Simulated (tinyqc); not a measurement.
# Phonon and roughness prefactors from two fields

Problem. At 300 K and high field 1/mu = E^(1/3)/Ap + E^gs/As, E in MV/cm. Find Ap and As.

Values chosen for this exercise: exponent of the roughness term gs = 2.

mu at E = 0.46 and 1.02 MV/cm (cm^2/(V s)): 476.87717  266.78299

Answer. Two linear equations in 1/Ap and 1/As.

Ap = 425 cm^2/(V s)
As = 754 cm^2/(V s)

Program tinyqc, `OMP_NUM_THREADS=1 python tinyqc.py 2510117 2510118 out.jsonl`; Intel Xeon 2.30GHz, shared host, one thread, about 0.01 s.
